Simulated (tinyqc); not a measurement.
From results back to parameters: six-band hole subbands of a thin body in a field. Three cases, with inputs chosen for the exercise.

Problem. Without spin-orbit coupling the masses along a normal n are the inverse eigenvalues of C(n n^T)/c: 1/(g1 - 2 g2) twice and 1/(g1 + 4 g2) on (001); 1/(g1 - 2 g3) twice and 1/(g1 + 4 g3) on (111); on (110) 1/(g1 + g2 - 3 g3), 1/(g1 - 2 g2) and 1/(g1 + g2 + 3 g3). Three masses were computed from hidden g1, g2, g3.

Find: g1, g2, g3; heaviest mass on (110).

Method. The inverse masses on (001) differ by 6 g2, which gives g2 and g1; g3 = (g1 - 1/m(111))/2.

Case 1.

heavy and light mass on (001) (m0): 0.204918  0.032852

heavy mass on (111) = 0.495050 m0

Solution.

g1, g2, g3: 13.40  4.26  5.69

heaviest mass on (110) = 1.69 m0

Case 2.

heavy and light mass on (001) (m0): 0.276243  0.176678

heavy mass on (111) = 0.714286 m0

Solution.

g1, g2, g3: 4.30  0.34  1.45

heaviest mass on (110) = 3.45 m0

Case 3.

heavy and light mass on (001) (m0): 0.204918  0.033113

heavy mass on (111) = 0.520833 m0

Solution.

g1, g2, g3: 13.32  4.22  5.70

heaviest mass on (110) = 2.27 m0

Computed by tinyqc, one run a case: `OMP_NUM_THREADS=1 python tinyqc.py N N+1 out.jsonl` with N = 1251901, 1251939, 1251945; one thread of a shared Intel(R) Xeon(R) Processor @ 2.30GHz, about 0.4 s a run at most.
